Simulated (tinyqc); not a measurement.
# Joule-heated wire on a substrate, fin equation, step by step

Computed by the program tinyqc: `OMP_NUM_THREADS=1 python tinyqc.py 2520014 2520015 out.jsonl`, one thread of a shared Intel Xeon 2.30GHz, about 0.01 s for the whole run. Printed values are rounded.

A wire of length L loses heat along itself to two contacts and sideways to the substrate: kap A theta'' - g theta + p = 0 with theta = T - T0 and p = p0. The ends are held at T0. Constant conductivity, diffusive heat flow.

Inputs (values chosen for the exercise): temperature of substrate and contacts T0 = 300 K; conductivity along the wire kap = 20 W/(m K); cross-section A = 110 nm^2; conductance per length to the substrate g = 0.33 W/(m K); length between the contacts L = 260 nm; thermal resistance of each contact Rc = 0 K/uW; heating per length p0 = 0.02 uW/nm.

## Healing length

LH = sqrt(kap A/g); far from the contacts uniform heating p0 would give theta = p0/g.

LH = 81.64966 nm
L/LH = 3.184337
p0/g = 60.60606 K

## The tridiagonal system

Nodes x_i = i h, h = L/12; box widths w_i = h (h/2 at the ends); c = kap A/h; equation of node i: -c theta_(i-1) + d_i theta_i - c theta_(i+1) = b_i with d_i = 2 c + g w_i, b_i = p(x_i) w_i; theta = 0 at the end nodes.

c = 0.1015385 uW/K

```
node   d (uW/K)     b (uW)
1     0.2102269  0.4333333
2     0.2102269  0.4333333
3     0.2102269  0.4333333
4     0.2102269  0.4333333
5     0.2102269  0.4333333
6     0.2102269  0.4333333
7     0.2102269  0.4333333
8     0.2102269  0.4333333
9     0.2102269  0.4333333
10    0.2102269  0.4333333
11    0.2102269  0.4333333
```

## Temperature rise

Solve -c theta_(i-1) + d_i theta_i - c theta_(i+1) = b_i for nodes 1 to 11, with theta = 0 at nodes 0 and 12.

theta, node 0 to 12 (K): 0.00000  12.78801  22.20883  28.92585  33.41205  35.98334  36.82078  35.98334  33.41205  28.92585  22.20883  12.78801  0.00000

The hottest node is 6, at 36.82 K above T0; a mesh of 800 steps gives a peak of 36.92 K, so the coarse value is 0.27 % below it. On the fine mesh 42.2 % of the heat leaves through the substrate and the rest through the contacts.

## Closed form at the middle

theta(L/2) = (p0/g)[1 - 1/(cosh(L/(2 LH)) + Rc g LH sinh(L/(2 LH)))], LH = sqrt(kap A/g).

theta(L/2) = 36.92200 K
